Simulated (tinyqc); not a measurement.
Solubility, supersaturation, precipitation and gettering of an impurity in a silicon-like host: one step, computed by the program tinyqc. Command: `OMP_NUM_THREADS=1 python tinyqc.py 3023087 3023088 out.jsonl ripen walk`. One thread of a shared host (Intel(R) Xeon(R) Processor @ 2.30GHz), about 0.01 s of CPU time with the checks.

The wafer was saturated at T1 and is then held at T.

Problem. Solubility, diffusivity, supersaturation. C_eq(T) = N0 exp(S/k_B - H/(k_B T)); D(T) = D0 exp(-Q/(k_B T)); C0 = C_eq(T1). Supersaturation s = C0/C_eq(T); critical radius r* = 2 gamma/(C_p k_B T ln s); barrier W* = (4 pi/3) gamma r*^2. Strain energy is left out.

Inputs (values chosen for the exercise, modelled on gold in silicon):
```
quantity                                   value    unit
site density N0                            5e+22  1/cm^3
enthalpy of solution H                      1.92      eV
entropy of solution S                        2.3     k_B
diffusion prefactor D0                   0.00022  cm^2/s
migration energy Q                          1.14      eV
temperature of saturation T1                1350       K
anneal temperature T                         906       K
impurity density in the precipitate C_p  2.1e+22  1/cm^3
interface energy gamma                      0.75   J/m^2
```

Constants: k_B = 8.617333262e-05 eV/K; k_B = 1.380649e-23 J/K.

Give: C0; C_eq(T); D(T); supersaturation s; critical radius r*; W*/(k_B T).

Solution.

C0 = 3.390e+16 1/cm^3

C_eq(T) = 1.041e+13 1/cm^3

D(T) = 1.002e-10 cm^2/s

supersaturation s = 3256

critical radius r* = 0.7060 nm

W*/(k_B T) = 125.2
